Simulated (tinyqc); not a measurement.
Rapid thermal processing of a wafer: radiative balance, ramp and cooling, pattern effects, pyrometer error and spike budget: one step, computed by the program tinyqc. Command: `OMP_NUM_THREADS=1 python tinyqc.py 3111513 3111514 out.jsonl rtp walk`. One thread of a shared host (Intel(R) Xeon(R) Processor @ 2.30GHz), about 0.04 s of CPU time with the checks.

The wafer is opaque and uniform through its thickness unless said otherwise; temperatures in formulas are in kelvin (C + 273.15). sigma = 5.670374419e-12 W/(cm^2 K^4).

Problem. Pattern effect. At steady state a sinusoidal change of absorbed power of relative amplitude a and period p gives the temperature amplitude a q/(dq/dT + k d (2 pi/p)^2); healing length l = sqrt(k d/(dq/dT)); process change = E_a dT/(k_B T^2). Emissivity is taken as unchanged.

Inputs (values chosen for the exercise, modelled on a hot silicon wafer):

| quantity | value | unit |
|---|---|---|
| wafer thickness d | 625 | micrometre |
| thermal conductivity k | 0.22 | W/(cm K) |
| wall temperature T_w | 700 | K |
| process temperature | 757 | C |
| relative change of absorptivity over a pattern | 13 | % |
| period of the pattern | 13 | mm |
| activation energy of the process E_a | 4 | eV |

dq/dT = 26.84669 mW/(cm^2 K)

holding power q = 5.549614 W/cm^2

Constants: k_B = 8.617333262e-05 eV/K.

Give: healing length l; amplitude without lateral conduction; amplitude; change of the process rate.

Solution.

healing length l = 7.157 mm

amplitude without lateral conduction = 26.87 K

amplitude = 2.073 K

change of the process rate = 9.067 %

Lateral conduction cuts the amplitude to 7.7 %, since p/(2 pi l) = 0.29.
